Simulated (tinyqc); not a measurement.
Inside a calculation. Method: CCSD on RHF in the 6-31g basis, for H3+, spin multiplicity 1. Computed by tinyqc, a small Python program that keeps every step (integrals from PySCF). Settings: charge = 1, multiplicity = 1, basis = 6-31g, method = RHF, energy threshold = 1e-10, iteration cap = 90, orthogonalisation = symmetric, start = Wolfsberg-Helmholz matrix, DIIS depth = 6, amplitude equations = CCSD, DIIS depth for amplitudes = 6, cap on updates = 82. Command: `OMP_NUM_THREADS=1 python tinyqc.py 22613 22614 out.jsonl` (the two numbers bound the seeds that draw the settings). One thread of a shared host (Intel(R) Xeon(R) Processor @ 2.60GHz), about 0.2 s of CPU time with the checks. The early iterations of the SCF are left out here.

## One-electron integrals

Geometry (angstrom):

| atom | x | y | z |
|---|---|---|---|
| H | 0.0000 | 0.0000 | 0.0000 |
| H | 0.0000 | 0.0000 | 0.8580 |
| H | 0.0000 | 0.0000 | -0.8580 |

Basis 6-31g: exponents (1/bohr^2) and contraction coefficients of normalised primitives:

| element | l (shell) | exponent | coefficient |
|---|---|---|---|
| H | s (1) | 18.7311 | 0.0335 |
| H | s (1) | 2.8254 | 0.2347 |
| H | s (1) | 0.6401 | 0.8138 |
| H | s (2) | 0.1613 | 1.0000 |

Overlap, kinetic and nuclear-attraction integrals over the contracted functions; the nuclear repulsion is the sum of Za Zb / Rab.

nuclear repulsion = 1.541892 hartree

overlap S, lower triangle:
```
        1H 1s   1H 2s   2H 1s   2H 2s   3H 1s   3H 2s
1H 1s  1.0000
1H 2s  0.6583  1.0000
2H 1s  0.3554  0.4660  1.0000
2H 2s  0.4660  0.8090  0.6583  1.0000
3H 1s  0.3554  0.4660  0.0240  0.1656  1.0000
3H 2s  0.4660  0.8090  0.1656  0.4283  0.6583  1.0000
```

kinetic energy T (hartree), lower triangle:
```
        1H 1s   1H 2s    2H 1s   2H 2s   3H 1s   3H 2s
1H 1s  1.3957
1H 2s  0.2597  0.2419
2H 1s  0.1201  0.1412   1.3957
2H 2s  0.1412  0.1680   0.2597  0.2419
3H 1s  0.1201  0.1412  -0.0319  0.0052  1.3957
3H 2s  0.1412  0.1680   0.0052  0.0450  0.2597  0.2419
```

nuclear attraction V (hartree), lower triangle:
```
         1H 1s    1H 2s    2H 1s    2H 2s    3H 1s    3H 2s
1H 1s  -2.8790
1H 2s  -1.5254  -1.6365
2H 1s  -0.9068  -0.9897  -2.5745
2H 2s  -1.0711  -1.2838  -1.3369  -1.4442
3H 1s  -0.9068  -0.9897  -0.0603  -0.3607  -2.5745
3H 2s  -1.0711  -1.2838  -0.3607  -0.7009  -1.3369  -1.4442
```

core Hamiltonian H = T + V (hartree), lower triangle:
```
         1H 1s    1H 2s    2H 1s    2H 2s    3H 1s    3H 2s
1H 1s  -1.4833
1H 2s  -1.2657  -1.3946
2H 1s  -0.7867  -0.8484  -1.1788
2H 2s  -0.9299  -1.1157  -1.0771  -1.2023
3H 1s  -0.7867  -0.8484  -0.0922  -0.3556  -1.1788
3H 2s  -0.9299  -1.1157  -0.3556  -0.6559  -1.0771  -1.2023
```

## Two-electron integrals

Functions are numbered as in S; the eight-fold symmetry (ij|kl) = (ji|kl) = (kl|ij) leaves the list below.

Two-electron integrals (ij|kl) in chemists' order, unique and non-zero (hartree):
```
(11|11) 1.0766   (21|11) 0.5785   (21|21) 0.3294   (22|11) 0.5874
(22|21) 0.3613   (22|22) 0.4532   (31|11) 0.3048   (31|21) 0.1753
(31|22) 0.1942   (31|31) 0.1199   (32|11) 0.2960   (32|21) 0.1816
(32|22) 0.2239   (32|31) 0.1317   (32|32) 0.1640   (33|11) 0.5919
(33|21) 0.3720   (33|22) 0.4730   (33|31) 0.3048   (33|32) 0.4014
(33|33) 1.0766   (41|11) 0.4014   (41|21) 0.2296   (41|22) 0.2537
(41|31) 0.1317   (41|32) 0.1398   (41|33) 0.2960   (41|41) 0.1640
(42|11) 0.4483   (42|21) 0.2778   (42|22) 0.3540   (42|31) 0.1661
(42|32) 0.2023   (42|33) 0.4483   (42|41) 0.2023   (42|42) 0.2966
(43|11) 0.3720   (43|21) 0.2328   (43|22) 0.2983   (43|31) 0.1753
(43|32) 0.2296   (43|33) 0.5785   (43|41) 0.1816   (43|42) 0.2778
(43|43) 0.3294   (44|11) 0.4730   (44|21) 0.2983   (44|22) 0.3965
(44|31) 0.1942   (44|32) 0.2537   (44|33) 0.5874   (44|41) 0.2239
(44|42) 0.3540   (44|43) 0.3613   (44|44) 0.4532   (51|11) 0.3048
(51|21) 0.1753   (51|22) 0.1942   (51|31) 0.0755   (51|32) 0.0760
(51|33) 0.1469   (51|41) 0.1138   (51|42) 0.1350   (51|43) 0.0957
(51|44) 0.1351   (51|51) 0.1199   (52|11) 0.2960   (52|21) 0.1816
(52|22) 0.2239   (52|31) 0.0760   (52|32) 0.0809   (52|33) 0.1581
(52|41) 0.1166   (52|42) 0.1513   (52|43) 0.1036   (52|44) 0.1514
(52|51) 0.1317   (52|52) 0.1640   (53|11) 0.0232   (53|21) 0.0130
(53|22) 0.0137   (53|31) 0.0069   (53|32) 0.0070   (53|33) 0.0142
(53|41) 0.0090   (53|42) 0.0105   (53|43) 0.0088   (53|44) 0.0112
(53|51) 0.0069   (53|52) 0.0070   (53|53) 0.0005   (54|11) 0.1170
(54|21) 0.0703   (54|22) 0.0836   (54|31) 0.0305   (54|32) 0.0320
(54|33) 0.0626   (54|41) 0.0458   (54|42) 0.0578   (54|43) 0.0408
(54|44) 0.0584   (54|51) 0.0482   (54|52) 0.0571   (54|53) 0.0027
(54|54) 0.0204   (55|11) 0.5919   (55|21) 0.3720   (55|22) 0.4730
(55|31) 0.1469   (55|32) 0.1581   (55|33) 0.3083   (55|41) 0.2331
(55|42) 0.3080   (55|43) 0.2028   (55|44) 0.3030   (55|51) 0.3048
(55|52) 0.4014   (55|53) 0.0142   (55|54) 0.1346   (55|55) 1.0766
(61|11) 0.4014   (61|21) 0.2296   (61|22) 0.2537   (61|31) 0.1138
(61|32) 0.1166   (61|33) 0.2331   (61|41) 0.1564   (61|42) 0.1884
(61|43) 0.1483   (61|44) 0.1974   (61|51) 0.1317   (61|52) 0.1398
(61|53) 0.0090   (61|54) 0.0531   (61|55) 0.2960   (61|61) 0.1640
(62|11) 0.4483   (62|21) 0.2778   (62|22) 0.3540   (62|31) 0.1350
(62|32) 0.1513   (62|33) 0.3080   (62|41) 0.1884   (62|42) 0.2595
(62|43) 0.1982   (62|44) 0.2770   (62|51) 0.1661   (62|52) 0.2023
(62|53) 0.0105   (62|54) 0.0729   (62|55) 0.4483   (62|61) 0.2023
(62|62) 0.2966   (63|11) 0.1170   (63|21) 0.0703   (63|22) 0.0836
(63|31) 0.0482   (63|32) 0.0571   (63|33) 0.1346   (63|41) 0.0531
(63|42) 0.0729   (63|43) 0.0780   (63|44) 0.0880   (63|51) 0.0305
(63|52) 0.0320   (63|53) 0.0027   (63|54) 0.0127   (63|55) 0.0626
(63|61) 0.0458   (63|62) 0.0578   (63|63) 0.0204   (64|11) 0.2516
(64|21) 0.1547   (64|22) 0.1941   (64|31) 0.0832   (64|32) 0.0959
(64|33) 0.2026   (64|41) 0.1087   (64|42) 0.1516   (64|43) 0.1278
(64|44) 0.1698   (64|51) 0.0832   (64|52) 0.0959   (64|53) 0.0059
(64|54) 0.0358   (64|55) 0.2026   (64|61) 0.1087   (64|62) 0.1516
(64|63) 0.0358   (64|64) 0.0831   (65|11) 0.3720   (65|21) 0.2328
(65|22) 0.2983   (65|31) 0.0957   (65|32) 0.1036   (65|33) 0.2028
(65|41) 0.1483   (65|42) 0.1982   (65|43) 0.1332   (65|44) 0.1977
(65|51) 0.1753   (65|52) 0.2296   (65|53) 0.0088   (65|54) 0.0780
(65|55) 0.5785   (65|61) 0.1816   (65|62) 0.2778   (65|63) 0.0408
(65|64) 0.1278   (65|65) 0.3294   (66|11) 0.4730   (66|21) 0.2983
(66|22) 0.3965   (66|31) 0.1351   (66|32) 0.1514   (66|33) 0.3030
(66|41) 0.1974   (66|42) 0.2770   (66|43) 0.1977   (66|44) 0.2882
(66|51) 0.1942   (66|52) 0.2537   (66|53) 0.0112   (66|54) 0.0880
(66|55) 0.5874   (66|61) 0.2239   (66|62) 0.3540   (66|63) 0.0584
(66|64) 0.1698   (66|65) 0.3613   (66|66) 0.4532
```

## Orthogonalisation

S = U s U^T; symmetric (Loewdin) form X = U s^(-1/2) U^T, so that X^T S X = 1.

eigenvalues of S: 0.0360  0.2413  0.4479  0.5530  1.3064  3.4154

X, lower triangle:
```
         1H 1s    1H 2s    2H 1s   2H 2s    3H 1s   3H 2s
1H 1s   1.3050
1H 2s  -0.6299   3.5288
2H 1s  -0.1204  -0.0269   1.2757
2H 2s   0.1107  -1.4784  -0.4740  2.0890
3H 1s  -0.1204  -0.0269   0.0408  0.0630   1.2757
3H 2s   0.1107  -1.4784   0.0630  0.4134  -0.4740  2.0890
```

## Starting guess

The start is the generalised Wolfsberg-Helmholz matrix (K = 1.75) built on H; D = 2 C_occ C_occ^T.

D at the start, lower triangle:
```
        1H 1s   1H 2s   2H 1s   2H 2s   3H 1s   3H 2s
1H 1s  0.2567
1H 2s  0.2460  0.2357
2H 1s  0.0750  0.0719  0.0219
2H 2s  0.1231  0.1179  0.0360  0.0590
3H 1s  0.0750  0.0719  0.0219  0.0360  0.0219
3H 2s  0.1231  0.1179  0.0360  0.0590  0.0360  0.0590
```

## Iteration 6 (converged): orbitals

converged F (hartree), lower triangle:
```
         1H 1s    1H 2s    2H 1s    2H 2s    3H 1s    3H 2s
1H 1s  -0.5697
1H 2s  -0.8676  -0.8159
2H 1s  -0.6154  -0.6077  -0.3174
2H 2s  -0.6801  -0.6636  -0.6406  -0.6084
3H 1s  -0.6154  -0.6077  -0.1909  -0.3474  -0.3174
3H 2s  -0.6801  -0.6636  -0.3474  -0.4657  -0.6406  -0.6084
```

Diagonalise F' = X^T F X, C = X C', fill 1 alpha and 1 beta electrons from the bottom; D = 2 C_occ C_occ^T. Each column has its largest component positive (the first on a tie).

F' = X^T F X (hartree), lower triangle:
```
         1        2        3        4        5        6
1   0.1385
2  -0.6450   0.1215
3  -0.3831  -0.1607   0.2224
4  -0.0895  -0.2051  -0.5040  -0.0001
5  -0.3831  -0.1607   0.0677  -0.0251   0.2224
6  -0.0895  -0.2051  -0.0251  -0.0906  -0.5040  -0.0001
```

orbital energies (hartree): MO1 -1.0677, MO2 -0.3574, MO3 0.0109, MO4 0.5137, MO5 0.6026, MO6 1.0025

coefficients C:
```
          MO1      MO2      MO3      MO4      MO5      MO6
1H 1s  0.3761   0.0000   0.2821  -0.6563   0.0000  -1.2254
1H 2s  0.4047   0.0000   2.7104   1.8679   0.0000   2.4946
2H 1s  0.2333   0.3192  -0.0224  -0.6526  -0.8971   0.6967
2H 2s  0.0288   0.6060  -1.8295  -0.2718   1.0866  -1.4113
3H 1s  0.2333  -0.3192  -0.0224  -0.6526   0.8971   0.6967
3H 2s  0.0288  -0.6060  -1.8295  -0.2718  -1.0866  -1.4113
```

D after iteration 6, lower triangle:
```
        1H 1s   1H 2s   2H 1s   2H 2s   3H 1s   3H 2s
1H 1s  0.2829
1H 2s  0.3044  0.3275
2H 1s  0.1755  0.1888  0.1089
2H 2s  0.0216  0.0233  0.0134  0.0017
3H 1s  0.1755  0.1888  0.1089  0.0134  0.1089
3H 2s  0.0216  0.0233  0.0134  0.0017  0.0134  0.0017
```

## Convergence

Stop when the energy changes by less than 1e-10 hartree and every element of the error matrix X^T (F D S - S D F) X is below 3e-06.

Course of the cycle:

| iteration | E (hartree) | change | largest element of the error matrix |
|---|---|---|---|
| 1 | -1.159303 | - | 1.38e-01 |
| 2 | -1.215856 | -5.66e-02 | 2.65e-02 |
| 3 | -1.217770 | -1.91e-03 | 6.64e-04 |
| 4 | -1.217771 | -6.02e-07 | 8.60e-05 |
| 5 | -1.217771 | -1.85e-08 | 3.83e-06 |
| 6 | -1.217771 | -2.65e-11 | 6.50e-10 |

PySCF RHF in the same basis = -1.217771 hartree

Converged in 6 iterations.

## Populations, bond orders and dipole

Mulliken: Z minus the diagonal of D S on the atom; Loewdin: the same with S^(1/2) D S^(1/2); Mayer order: 2 sum_s sum (D(s) S)_ij (D(s) S)_ji over the two atoms.

Charges (e):

| atom | Mulliken | Loewdin |
|---|---|---|
| 1H | -0.3696 | -0.0714 |
| 2H | 0.6848 | 0.5357 |
| 3H | 0.6848 | 0.5357 |

Mayer bond orders:

| pair | order |
|---|---|
| 2-1 | 0.4317 |
| 3-1 | 0.4317 |
| 3-2 | 0.0993 |

dipole moment about the origin, x y z (debye): 0.0000  0.0000  0.0000

## Integrals over molecular orbitals

(pq|rs) = sum C_ip C_jq C_kr C_ls (ij|kl), one index at a time.

one-electron integrals over orbitals h = C^T H C (hartree), lower triangle:
```
         1        2        3        4        5        6
1  -1.6920
2   0.0000  -1.1811
3  -0.0933   0.0000  -0.6980
4   0.0970   0.0000  -0.0071  -0.3837
5   0.0000   0.1867   0.0000   0.0000  -0.2259
6   0.0781   0.0000   0.2310  -0.0195   0.0000  -0.1017
```

Two-electron integrals over orbitals (pq|rs), unique and non-zero (hartree):
```
(11|11) 0.6243    (21|21) 0.1213    (22|11) 0.4725    (22|22) 0.4576
(31|11) 0.0933    (31|22) 0.0089    (31|31) 0.0522    (32|21) -0.0730
(32|32) 0.0814    (33|11) 0.3805    (33|22) 0.3604    (33|31) 0.0125
(33|33) 0.3386    (41|11) -0.0970   (41|22) -0.0730   (41|31) -0.0158
(41|33) -0.0402   (41|41) 0.0589    (42|21) -0.0581   (42|32) 0.0284
(42|42) 0.0461    (43|11) -0.0044   (43|22) 0.0151    (43|31) -0.0120
(43|33) 0.0020    (43|41) 0.0042    (43|43) 0.0103    (44|11) 0.4782
(44|22) 0.4050    (44|31) 0.0450    (44|33) 0.3252    (44|41) -0.0507
(44|43) 0.0086    (44|44) 0.4217    (51|21) -0.0720   (51|32) 0.0261
(51|42) 0.0502    (51|51) 0.0606    (52|11) -0.1293   (52|22) -0.1088
(52|31) -0.0134   (52|33) -0.0377   (52|41) 0.0569    (52|43) -0.0098
(52|44) -0.0932   (52|52) 0.0884    (53|21) -0.0230   (53|32) 0.0396
(53|42) -0.0035   (53|51) -0.0042   (53|53) 0.0387    (54|21) 0.1004
(54|32) -0.0584   (54|42) -0.0552   (54|51) -0.0667   (54|53) -0.0144
(54|54) 0.0948    (55|11) 0.4446    (55|22) 0.4317    (55|31) 0.0086
(55|33) 0.3382    (55|41) -0.0774   (55|43) 0.0132    (55|44) 0.3912
(55|52) -0.1134   (55|55) 0.4300    (61|11) -0.0781   (61|22) 0.0252
(61|31) -0.0641   (61|33) -0.0194   (61|41) 0.0140    (61|43) 0.0262
(61|44) -0.0150   (61|52) -0.0207   (61|55) 0.0313    (61|61) 0.1128
(62|21) 0.0770    (62|32) -0.0387   (62|42) -0.0498   (62|51) -0.0574
(62|53) 0.0059    (62|54) 0.0722    (62|62) 0.0681    (63|11) -0.1476
(63|22) -0.0736   (63|31) -0.0459   (63|33) -0.0417   (63|41) 0.0435
(63|43) 0.0068    (63|44) -0.0877   (63|52) 0.0504    (63|55) -0.0645
(63|61) 0.0498    (63|63) 0.0716    (64|11) 0.0168    (64|22) -0.0474
(64|31) 0.0392    (64|33) -0.0056   (64|41) 0.0140    (64|43) -0.0182
(64|44) -0.0060   (64|52) 0.0381    (64|55) -0.0565   (64|61) -0.0749
(64|63) -0.0194   (64|64) 0.0647    (65|21) -0.1019   (65|32) 0.0726
(65|42) 0.0612    (65|51) 0.0674    (65|53) 0.0210    (65|54) -0.0965
(65|62) -0.0751   (65|65) 0.1103    (66|11) 0.6085    (66|22) 0.4657
(66|31) 0.0896    (66|33) 0.3863    (66|41) -0.1215   (66|43) -0.0111
(66|44) 0.4649    (66|52) -0.1334   (66|55) 0.4496    (66|61) -0.0940
(66|63) -0.1562   (66|64) 0.0190    (66|66) 0.6435
```

## CCSD: starting amplitudes

t_ij^ab = <ij||ab> / (e_i + e_j - e_a - e_b), whose energy is MP2.

Starting amplitudes (spin orbitals 1a, 1b, ...; amplitudes related by a flip of all spins are not repeated):

| from | to | t |
|---|---|---|
| 1a 1b | 2a 2b | -0.0854 |
| 1a 1b | 2a 5b | 0.0303 |
| 1a 1b | 6a 6b | -0.0272 |
| 1a 1b | 3a 3b | -0.0242 |
| 1a 1b | 3a 6b | 0.0203 |
| 1a 1b | 4a 4b | -0.0186 |
| 1a 1b | 5a 5b | -0.0181 |
| 1a 1b | 3a 4b | 0.0060 |
| 1a 1b | 4a 6b | -0.0038 |

correlation energy = -0.024156 hartree

## CCSD: amplitude update 1

t_i^a D_i^a and t_ij^ab D_ij^ab are set to the remaining terms of the spin-orbital equations, evaluated with the old amplitudes; for the doubles these are <ij||ab> + 1/2 <ab||ef> t_ij^ef + 1/2 <mn||ij> t_mn^ab + P(ij)P(ab) <mb||ej> t_im^ae + terms in t^2 + terms with t1, D the orbital-energy denominators.

Amplitudes after update 1 (spin orbitals 1a, 1b, ...; amplitudes related by a flip of all spins are not repeated):

| from | to | t |
|---|---|---|
| 1a 1b | 2a 2b | -0.1162 |
| 1a 1b | 2a 5b | 0.0386 |
| 1a 1b | 6a 6b | -0.0303 |
| 1a 1b | 3a 3b | -0.0291 |
| 1a 1b | 3a 6b | 0.0252 |
| 1a 1b | 4a 4b | -0.0193 |
| 1a 1b | 5a 5b | -0.0191 |
| 1a 1b | 3a 4b | 0.0089 |
| 1a | 4a | -0.0082 |
| 1a 1b | 4a 6b | -0.0075 |
| 1a | 3a | -0.0067 |
| 1a | 6a | 0.0046 |

correlation energy = -0.030596 hartree

## CCSD: amplitude update 2

As before.

Amplitudes after update 2 (spin orbitals 1a, 1b, ...; amplitudes related by a flip of all spins are not repeated):

| from | to | t |
|---|---|---|
| 1a 1b | 2a 2b | -0.1298 |
| 1a 1b | 2a 5b | 0.0421 |
| 1a 1b | 3a 3b | -0.0303 |
| 1a 1b | 6a 6b | -0.0302 |
| 1a 1b | 3a 6b | 0.0262 |
| 1a 1b | 5a 5b | -0.0193 |
| 1a 1b | 4a 4b | -0.0184 |
| 1a | 4a | -0.0121 |
| 1a | 3a | -0.0107 |
| 1a 1b | 3a 4b | 0.0101 |
| 1a 1b | 4a 6b | -0.0087 |
| 1a | 6a | 0.0068 |

correlation energy = -0.032962 hartree

## CCSD: convergence

E_corr = 1/4 sum <ij||ab> t_ij^ab + 1/2 sum <ij||ab> t_i^a t_j^b; stop when the norm of the change is below 1e-8.

Course of the amplitude iterations:

| update | correlation energy (hartree) | norm of the change |
|---|---|---|
| 0 | -0.024156 | - |
| 1 | -0.030596 | 7.16e-02 |
| 2 | -0.032962 | 3.09e-02 |
| 3 | -0.034757 | 1.42e-02 |
| 4 | -0.034741 | 8.43e-04 |
| 5 | -0.034742 | 7.29e-05 |
| 6 | -0.034741 | 8.86e-06 |
| 7 | -0.034741 | 1.05e-06 |
| 8 | -0.034741 | 1.73e-07 |
| 9 | -0.034741 | 1.21e-08 |
| 10 | -0.034741 | 1.20e-09 |

Converged amplitudes (spin orbitals 1a, 1b, ...; amplitudes related by a flip of all spins are not repeated):

| from | to | t |
|---|---|---|
| 1a 1b | 2a 2b | -0.1418 |
| 1a 1b | 2a 5b | 0.0452 |
| 1a 1b | 3a 3b | -0.0305 |
| 1a 1b | 6a 6b | -0.0294 |
| 1a 1b | 3a 6b | 0.0261 |
| 1a 1b | 5a 5b | -0.0197 |
| 1a 1b | 4a 4b | -0.0172 |
| 1a | 4a | -0.0152 |
| 1a | 3a | -0.0146 |
| 1a 1b | 3a 4b | 0.0108 |
| 1a 1b | 4a 6b | -0.0092 |
| 1a | 6a | 0.0088 |

CCSD total energy = -1.252512 hartree

T1 diagnostic, norm of the one-spin t1 over sqrt(correlated electrons) = 0.0162

Converged in 10 updates, with DIIS from the third.
